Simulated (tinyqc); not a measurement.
Dose and depth of a threshold implant.

Inverse problem. A sheet of D acceptors per cm^2 lies at depth xi inside the depleted layer of a body doped Na. In the depletion approximation VT = Vfb + f2 + q D/Cox + gamma sqrt(f2 + Vsb - q D xi/(eps0 eps_r)), gamma = sqrt(2 eps0 eps_r q Na)/Cox, Cox = eps0 eox/tox. Find gamma, D and xi.

Inputs (values chosen for the exercise); band and dielectric values those of a made-up semiconductor: relative permittivity eps_r = 12.2; acceptor density deep in the body Na = 3.9e17 cm^-3; relative permittivity of the gate insulator (close to silicon dioxide) eox = 3.9; insulator thickness tox = 1.7 nm; flat-band voltage Vfb = -0.79 V; band bending 2 phiF at threshold f2 = 0.714 V.

Constants: q = 1.602176634e-19 C, eps0 = 8.8541878128e-14 F/cm where lengths are in cm. Results are converted to the units shown.

VT against the source at Vsb = 0 and 2.9 V (V): [0.093842021, 0.28682705]

Solution. With y^2 = f2 - q D xi/(eps0 eps_r) and d the difference of the thresholds over gamma, sqrt(y^2 + Vsb) - y = d gives y = (Vsb - d^2)/(2 d). The first threshold then gives D, and y^2 gives xi.

gamma = 0.1809 V^0.5
D = 2.600e11 cm^-2
xi = 8.400 nm

Numbers from tinyqc (`OMP_NUM_THREADS=1 python tinyqc.py 2080086 2080087 out.jsonl`; about 0.3 s on one thread of a shared Intel Xeon 2.30GHz).
